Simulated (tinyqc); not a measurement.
# CMOS latch-up, two-transistor model: what changes with what

A parasitic pnp (emitter at Vdd, base shunted by Rw) and npn (emitter at ground, base shunted by Rs) feed each other: the npn collector current flows out of the pnp base node, the pnp collector current into the npn base node. Forward-active transistors with constant gains: Icn = Isn exp(Vn/Vt), Icp = Isp (exp(Vp/Vt) - 1). A current Ii is injected into the npn base node.

Inputs (values chosen for the exercise); values close to those of bulk CMOS: temperature T = 325 K; current gain of the npn bn = 6.8; current gain of the pnp bp = 5.3; saturation current of the npn at T Isn = 1.4e-13 A; saturation current of the pnp at T Isp = 1.1e-13 A; substrate resistance shunting the npn Rs = 360 ohm; well resistance shunting the pnp Rw = 630 ohm; resistance from the pnp collector to the npn base R2 = 120 ohm; base-emitter voltage in the on state Von = 0.67 V; saturation voltage Vsat = 0.18 V; supply voltage Vdd = 2.5 V.

Constants: q = 1.602176634e-19 C, kB = 1.380649e-23 J/K, Vt = kB T/q. Results are converted to the units shown.

Each table varies one quantity; the others keep the values above.

## Effect of the current gain of the pnp

Node equations: Vp/Rw + Icp/bp = Icn and Vn/Rs + Icn/bn = Icp + Ii. Loop gain G = gn gp/[(1/Rw + gp/bp)(1/Rs + gn/bn)], gn = Icn/Vt, gp = (Icp + Isp)/Vt; the off state ends where G = 1, and Ii there is the trigger current. On state with both base-emitter voltages at Von: npn base current Ib = (Von/Rs + bp Von/Rw)/(bn bp - 1), holding current Ih = (bn + 1) Ib + Von/Rs, holding voltage Vh = Vsat + Von + R2 (Ib + Von/Rs).

Effect of the current gain of the pnp:
```
bp    Vn at trigger (V)  trigger current (mA)  Ih (mA)  Vh (V)
0.16            0.68853                1.9888   181.91  3.8432
0.3             0.63565                1.8743   18.212  1.3249
0.56            0.63166                1.8649   8.6852  1.1783
1               0.63068                1.8620   5.7942  1.1338
1.9             0.63023                1.8605   4.4012  1.1124
3.5             0.63003                1.8598   3.7712  1.1027
6.5             0.62993                1.8594   3.4453  1.0977
12              0.62988                1.8592   3.2762  1.0951
```

What does the comparison show?

As bp goes from 0.16 to 12, the trigger current falls from 1.99 to 1.86 mA, Ih falls from 182 to 3.28 mA and Vh falls from 3.84 to 1.10 V. Vh exceeds the supply Vdd = 2.5 V, which then cannot sustain a latched state, in 1 of the 8 rows. For bp = 0.088 the product of the gains is about one or less, so there is no latched state. For bp = 0.16 the holding current passes 50 mA, where high injection lowers the gains. For bp = 0.16 Vn at the trigger exceeds the fixed Von of the on-state formulas, so Ih and Vh are too low there.

## Effect of the substrate resistance shunting the npn

Same model as above.

Effect of the substrate resistance shunting the npn:
```
Rs (ohm)  Vn at trigger (V)  trigger current (mA)  Ih (mA)  Vh (V)
36                   0.6325                 17.65    24.01   3.166
70                   0.6315                 9.120    12.96   2.051
130                  0.6308                 4.958    7.556   1.505
260                  0.6302                 2.533    4.405   1.187
500                  0.6298                 1.370    2.893   1.035
970                  0.6295                0.7595    2.099  0.9546
1900                 0.6293                0.4418    1.686  0.9128
3600                 0.6292                0.2854    1.482  0.8923
```

What does the comparison show?

As Rs goes from 36 to 3600 ohm, the trigger current falls from 17.6 to 0.285 mA, Ih falls from 24.0 to 1.48 mA and Vh falls from 3.17 to 0.892 V. Vh exceeds the supply Vdd = 2.5 V, which then cannot sustain a latched state, in 1 of the 8 rows. The trigger current goes as Rs^(-0.90): most of it flows through the shunt.

Program tinyqc, `OMP_NUM_THREADS=1 python tinyqc.py 2670069 2670070 out.jsonl`; Intel Xeon 2.30GHz, shared host, one thread, about 0.04 s.
